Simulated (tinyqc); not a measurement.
k.p theory built from an empirical-pseudopotential calculation at Gamma: sweeps and comparisons. A value that a table varies takes the place of the one given here.

Empirical pseudopotential on the fcc lattice, atoms at +/- tau, tau = a (1,1,1)/8, no spin-orbit coupling. H(G,G') = c (2 pi/a)^2 |k + G|^2 delta + VS(q) cos(q.tau) + i VA(q) sin(q.tau), q = G - G', c = hbar^2/2m0; k and G in units of 2 pi/a; VS at |q|^2 = 3, 8, 11 and VA at 3, 4, 11, in rydberg, zero elsewhere. The basis is fixed: all 65 G with |G|^2 up to Gcut. Energies are counted from the fourth level at Gamma.

k.p in the lowest n states at Gamma: H_nm = (E_n + c k^2) delta + 2 c k.<n|G|m>, k in 1/angstrom; with all states of the basis it is exact.

Empirical pseudopotential on the fcc lattice, atoms at +/- tau, tau = a (1,1,1)/8, no spin-orbit coupling. H(G,G') = c (2 pi/a)^2 |k + G|^2 delta + VS(q) cos(q.tau) + i VA(q) sin(q.tau), q = G - G', c = hbar^2/2m0; k and G in units of 2 pi/a; VS at |q|^2 = 3, 8, 11 and VA at 3, 4, 11, in rydberg, zero elsewhere. The basis holds all G with |G|^2 up to a cut-off. Energies are counted from the fourth level at Gamma.

For a multiplet A of d_A states, W(B) = (4 c/(3 d_A)) sum over n in A, m in B and i = x, y, z of |<n|G_i|m>|^2 (G in 1/angstrom, <n|G_i|m> = sum_G c_n(G)* G_i c_m(G)); the mean inverse mass of A is 1 + sum_B W(B)/(E_A - E_B). Multiplets with W = 0 are left out.

Valence parameters: D(u) = c + 4 c^2 sum_m <n|u.G|m><m|u.G|n'>/(0 - E_m) on the valence triplet, in units of c, has eigenvalues L, M, M along [100] and (L + 2M + 2N)/3, (L + 2M - N)/3 twice along [111]; g1 = -(L + 2M)/3, g2 = -(L - M)/6, g3 = -N/6.

Constants: hbar^2/2m0 = 3.80998211 eV angstrom^2; Ry = 13.60569312 eV.

Values chosen for the exercise (near those of InAs; the results hold for these values, not for the real material):
- a = 6.05 angstrom (lattice constant)
- VS = (-0.214, -0.002, 0.051) Ry (symmetric form factors)
- VA = (0.081, 0.05, 0.031) Ry (antisymmetric form factors)
- Gcut = 16 (2 pi/a)^2 (largest |G|^2 of the fixed basis)
- VS3 = -0.214 Ry
- VS8 = -0.002 Ry
- VS11 = 0.051 Ry
- VA3 = 0.081 Ry
- VA4 = 0.05 Ry
- VA11 = 0.031 Ry

## How many bands a k.p model needs: band 4 from Gamma to X

Band 4 (counted from below) at k = f (1, 0, 0) 2 pi/a; n ends on whole multiplets.

Energies (eV):

| f | n = 8 | n = 15 | n = 27 | n = 65 (exact) |
|---|---|---|---|---|
| 0.000 | 0.000 | 0.000 | 0.000 | 0.000 |
| 0.125 | -0.101 | -0.104 | -0.107 | -0.107 |
| 0.250 | -0.348 | -0.365 | -0.376 | -0.376 |
| 0.375 | -0.638 | -0.689 | -0.713 | -0.714 |
| 0.500 | -0.895 | -1.001 | -1.044 | -1.047 |
| 0.625 | -1.080 | -1.257 | -1.326 | -1.332 |
| 0.750 | -1.168 | -1.433 | -1.535 | -1.545 |
| 0.875 | -1.150 | -1.514 | -1.658 | -1.673 |
| 1.000 | -1.017 | -1.490 | -1.686 | -1.710 |

With n = 8 the band stays within 0.05 eV of the exact one up to f = 0.250 (error at X: +0.693 eV). With n = 15 the band stays within 0.05 eV of the exact one up to f = 0.500 (error at X: +0.221 eV). With n = 27 the band stays within 0.05 eV of the exact one over the whole line (error at X: +0.024 eV). A smaller basis can only raise a level.

## Convergence with the plane-wave basis

E_s is the lowest empty singlet, Ep its W to the valence triplet, m its mass.

Results:

| cut-off | plane waves | E_s (eV) | Ep (eV) | m (m0) | g1 | g2 | g3 |
|---|---|---|---|---|---|---|---|
| 8 | 27 | 0.444 | 14.21 | 0.0303 | 11.95 | 5.03 | 5.65 |
| 11 | 51 | 0.376 | 14.57 | 0.0252 | 14.12 | 6.24 | 6.70 |
| 12 | 59 | 0.407 | 14.55 | 0.0272 | 13.19 | 5.72 | 6.23 |
| 16 | 65 | 0.397 | 14.60 | 0.0265 | 13.53 | 5.89 | 6.40 |
| 19 | 89 | 0.399 | 14.60 | 0.0267 | 13.46 | 5.86 | 6.36 |
| 20 | 113 | 0.418 | 14.59 | 0.0279 | 12.90 | 5.57 | 6.07 |
| 24 | 137 | 0.421 | 14.59 | 0.0281 | 12.84 | 5.54 | 6.04 |

Against the last row, E_s errs most, by -0.044 eV, at cut-off 11, and by -0.002 eV in the last row but one. Ep varies by 2.7 % over the table and m by 18.2 %: the mass, near E_s/Ep, inherits the errors of both. Local form factors fix the converged values only roughly. The gap is a difference of two levels, so it need not converge steadily, and here it does not.

## What each form factor does (empirical-pseudopotential levels)

Lowest empty singlet and triplet at Gamma and the valence width there (fixed basis); lowest empty level at X = (1,0,0) and L = (1/2,1/2,1/2) from the valence top, these levels and that top with all |k + G|^2 up to 21. Singlet and triplet count orbital degeneracy. VS3 is VS at |q|^2 = 3, and so on. The row for a keeps the form factors fixed, so it is no model of a real expansion, which changes them too. Each row changes one parameter from the base and keeps the others.

Results:

| case | singlet (eV) | triplet (eV) | X (eV) | L (eV) | width (eV) |
|---|---|---|---|---|---|
| base | 0.397 | 4.480 | 1.952 | 1.461 | 11.280 |
| a = 6.111 angstrom | 0.453 | 4.507 | 2.074 | 1.548 | 11.067 |
| VS3 = -0.204 Ry | 0.372 | 4.342 | 1.699 | 1.328 | 11.263 |
| VS8 = 0.008 Ry | 0.784 | 4.378 | 1.951 | 1.640 | 11.073 |
| VS11 = 0.061 Ry | 0.867 | 4.629 | 2.195 | 1.772 | 11.029 |
| VA3 = 0.091 Ry | 0.516 | 4.625 | 2.170 | 1.562 | 11.349 |
| VA4 = 0.06 Ry | 0.456 | 4.690 | 1.986 | 1.661 | 11.366 |
| VA11 = 0.041 Ry | 0.137 | 4.456 | 1.816 | 1.348 | 11.425 |

The largest shifts from the base row, up to three for each result and ties (the steps differ in size, so this ranks the rows, not the parameters). singlet (eV): VS11 +0.470, VS8 +0.387, VA11 -0.260. triplet (eV): VA4 +0.211, VS11 +0.150, VA3 +0.145. X (eV): VS3 -0.254, VS11 +0.243, VA3 +0.218. L (eV): VS11 +0.311, VA4 +0.200, VS8 +0.179. width (eV): VS11 -0.251, a -0.213, VS8 -0.207.

(tinyqc, `OMP_NUM_THREADS=1 python tinyqc.py 1081392 1081393 out.jsonl`, Intel(R) Xeon(R) Processor @ 2.30GHz, 1 thread, shared host, about 0.3 s.)
